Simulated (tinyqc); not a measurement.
Raising U: Hubbard chain of 6 sites, mean field against exact. Computed by the program tinyqc. 

one-body matrix (hopping and site energies) (eV):
```
         1        2        3        4        5        6
1   0.0000  -1.0700   0.0000   0.0000   0.0000   0.0000
2  -1.0700   0.0000  -1.0700   0.0000   0.0000   0.0000
3   0.0000  -1.0700   0.0000  -1.0700   0.0000   0.0000
4   0.0000   0.0000  -1.0700   0.0000  -1.0700   0.0000
5   0.0000   0.0000   0.0000  -1.0700   0.0000  -1.0700
6   0.0000   0.0000   0.0000   0.0000  -1.0700   0.0000
```

electrons, up and down: 3  2

Collinear unrestricted mean field (the lowest of 40 random starts) against exact diagonalisation.

Exact and mean-field results (eV):
```
U            U/t    E exact  E mean field  mean |n_up - n_down|  double occupancy, exact  first gap in the sector
0.5400    0.5047  -6.488675     -6.463504                0.1667                   0.1495                   0.8402
1.0700    1.0000  -6.039291     -5.942083                0.1690                   0.1332                   0.8012
2.1400    2.0000  -5.283372     -4.925912                0.2566                   0.1031                   0.7051
3.2100    3.0000  -4.703779     -4.047894                0.4205                   0.0785                   0.6114
4.2800    4.0000  -4.263264     -3.407077                0.5689                   0.0597                   0.5301
6.4200    6.0000  -3.666038     -2.663291                0.7113                   0.0359                   0.4078
8.5600    8.0000  -3.295825     -2.340199                0.7941                   0.0231                   0.3262
12.8400  12.0000  -2.876677     -2.091905                0.8229                   0.0115                   0.2295
21.4000  20.0000  -2.510603     -1.947196                0.8296                   0.0044                   0.1422
```

In absolute terms mean field is worst at U/t = 6.0, 1.003 eV too high: at small U it is nearly exact, and at large U it still misses the motion of the hole through a fluctuating spin background. Relative to the exact energy its error is 0.4 % at the smallest U, 29 % at most and 22 % at the largest. The double occupancy falls from 0.150 to 0.004.
